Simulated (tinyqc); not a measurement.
Inside a calculation. Method: plane-wave Kohn-Sham cycle with exchange-only LDA in a layered model solid. Computed by tinyqc, a small Python program that keeps every step. Settings: points = 16, plane-wave index or count = 2, electrons = 2, k points = 3, area = 22.0, mixing = 0.8, iteration cap = 71. Command: `OMP_NUM_THREADS=1 python tinyqc.py 20177 20178 out.jsonl` (the two numbers bound the seeds that draw the settings). One thread of a shared host (Intel(R) Xeon(R) Processor @ 2.60GHz), about 0.05 s of CPU time with the checks.

A solid whose potential varies along x alone (atomic units):

| parameter | value |
|---|---|
| period a | 15.500000 |
| cross-section of the cell | 22.000000 |
| electrons per cell | 2 |
| grid points | 16 |
| plane waves -n..n, n | 2 |
| k points | 3 |
| V1 in V1 cos(2 pi x/a) | -0.300000 |

Stop when sqrt(dV sum R^2) is below 1e-8, dV = a A/N.

Course of the cycle:

| iteration | E (hartree) | norm of the residual |
|---|---|---|
| 1 | -0.65250140 | 1.39e-01 |
| 2 | -0.79869381 | 2.10e-01 |
| 3 | -1.37353218 | 2.02e-01 |
| 4 | -0.70261278 | 1.99e-01 |
| 5 | -1.33384316 | 1.99e-01 |
| 6 | -0.70933768 | 1.99e-01 |
| 7 | -1.33602901 | 1.99e-01 |
| 8 | -0.70903769 | 1.99e-01 |
| 9 | -1.33586400 | 1.99e-01 |
| 10 | -0.70906455 | 1.99e-01 |
| 11 | -1.33587359 | 1.99e-01 |
| ... | ... | ... |
| 61 | -1.33587294 | 1.99e-01 |
| 62 | -0.70906328 | 1.99e-01 |
| 63 | -1.33587294 | 1.99e-01 |
| 64 | -0.70906328 | 1.99e-01 |
| 65 | -1.33587294 | 1.99e-01 |
| 66 | -0.70906328 | 1.99e-01 |
| 67 | -1.33587294 | 1.99e-01 |
| 68 | -0.70906328 | 1.99e-01 |
| 69 | -1.33587294 | 1.99e-01 |
| 70 | -0.70906328 | 1.99e-01 |
| 71 | -1.33587294 | 1.99e-01 |

Can the last value be used, and what does the course show?

Not by the stop rule. Not converged within 71 iterations: the residual has stopped falling: the iteration swings between two states. Reruns (cap 100 unless said): mixing 0.1: not converged; mixing 0.5, Kerker q0 1.0: converged in 69 (E = -0.36180); mixing 0.3, Pulay depth 5: converged in 19 (E = -0.36180); the original settings with a cap of 400: not converged.
